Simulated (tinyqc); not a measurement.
Convergence with the mesh: Wannier function of the lower band of a two-orbital chain.

H(k) = [[-d/2 - 2 ta cos k, -t1 - t2 exp(-ik)], [-t1 - t2 exp(ik), d/2 - 2 tb cos k]], k in 1/a, Bloch sums with exp(ikR) and without the positions inside the cell. Mesh k_j = 2 pi j/N. Projection gauge: each lower eigenvector u is multiplied by the phase that makes <trial|u> real and positive (the one-band case of Loewdin orthogonalisation). Wannier amplitudes w(R) = (1/N) sum_k exp(ikR) u(k); hoppings H(R) = (1/N) sum_k exp(-ikR) E(k).

Values chosen for the exercise:
```
symbol  value  unit     meaning
d       1.4    eV       A at -d/2, B at +d/2
t1      1.91   eV       A-B in the cell
t2      0.79   eV       B to A of the next cell
ta      0.33   eV       A-A between cells
tb      0.31   eV       B-B between cells
xb      0.66   a        position of B (A at 0)
th      45     degrees  trial orbital cos(th) A + sin(th) B in cell 0
```

Centre and Omega_I from overlaps M_j = u_j^+ diag(1, exp(-i b xb)) u_(j+1), b = 2 pi/N: centre -(1/2 pi) sum arg M, Omega_I = (1/(N b^2)) sum (1 - |M|^2). Largest error of the Fourier interpolation on 41 points from 0 to pi.

Mesh:
```
N,centre (a),Omega_I (a^2),H(1) (eV),largest error (meV)
3,0.17157,0.08177,-0.65151,158.060
4,0.18692,0.09168,-0.69102,23.093
6,0.19441,0.10138,-0.68521,4.923
8,0.19695,0.10549,-0.68489,1.399
12,0.19872,0.10866,-0.68486,0.106
16,0.19933,0.10982,-0.68486,0.009
24,0.19976,0.11067,-0.68486,0.000
```

How do the results move, and what explains it?

The interpolation error falls exponentially, from 23.1 meV at N = 4 to 0.106 at N = 12, because the hoppings decay exponentially for an isolated band (smallest gap 2.62 eV). Omega_I carries a finite-difference error and converges as a power: against the value 0.11137 on 400 points it is off by -0.00271 at N = 12 and -0.00069 at N = 24, an exponent of 1.97, near the limit 2.

tinyqc: `OMP_NUM_THREADS=1 python tinyqc.py 1452470 1452471 out.jsonl`; about 0.2 s, one thread, shared Intel(R) Xeon(R) Processor @ 2.30GHz.
